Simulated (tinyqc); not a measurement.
# Worked calculation: ellipsometry and reflectance of a transparent film on an absorbing substrate

Numbers from tinyqc (`OMP_NUM_THREADS=1 python tinyqc.py 2870124 2870125 out.jsonl`; about 0.01 s on one thread of a shared Intel Xeon 2.30GHz). Printed values are rounded.

Air (index 1), film, substrate with N2 = n2 - i k2; time factor exp(+i w t). q_j = sqrt(N_j^2 - sin^2 th), root with positive real part. Fresnel coefficients r_s = (q_a - q_b)/(q_a + q_b), r_p = (N_b^2 q_a - N_a^2 q_b)/(N_b^2 q_a + N_a^2 q_b). tan(Psi) exp(i Delta) = R_p/R_s, Delta taken from 0 to 360 degrees.

Parameters, values chosen for the exercise; indices close to those of aluminium oxide on silicon:
- lam = 632.8 nm (wavelength)
- th = 65 degrees (angle of incidence)
- n1 = 1.672 (index of the transparent film)
- d = 5.4 nm (film thickness)
- n2 = 3.882 (index of the substrate)
- k2 = 0.019 (extinction coefficient of the substrate)

## Interface coefficients and thickness period

q0, q1, q2 and the coefficients r01 and r12 for p and s; the results repeat in d with the period lam/(2 q1).

q0 = 0.422618
q1 = 1.40506
q2 = 3.77473-0.01954i
r01,p = -0.0864457
r01,s = -0.537535
r12,p = 0.334790-0.002048i
r12,s = -0.457491+0.002047i
period = 225.186 nm

## Psi, Delta and reflectances

beta = 2 pi d q1/lam, X = exp(-2 i beta), R = (r01 + r12 X)/(1 + r01 r12 X) for p and s.

beta = 0.0753358 rad
X = 0.988670-0.150102i
R_p = 0.251175-0.054984i
R_s = -0.797102+0.032506i
Psi = 17.8644 degrees
Delta = 169.988 degrees
|R_p|^2 = 0.0661123
|R_s|^2 = 0.636429

The bare substrate gives Psi = 17.76 and Delta = 179.58 degrees.
